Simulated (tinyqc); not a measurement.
Area and perimeter leakage from two diodes.

Problem. A square diode and a finger diode leak I = JA area + JP perimeter. Find JA, JP and the side of the square at which both parts are equal.

areas (um^2): 90000  33000
perimeters (um): 1200  13530
leakage currents (pA): 1.5  14.949000

Answer. Two linear equations give JA and JP; for a square of side a, JA a^2 = 4 JP a at a = 4 JP/JA.

JA = 2.00e-10 A/cm^2
JP = 1.10e-11 A/cm
side for equal parts = 2.20e3 um

Numbers from tinyqc (`OMP_NUM_THREADS=1 python tinyqc.py 2290130 2290131 out.jsonl`; about 0.01 s on one thread of a shared Intel Xeon 2.30GHz).
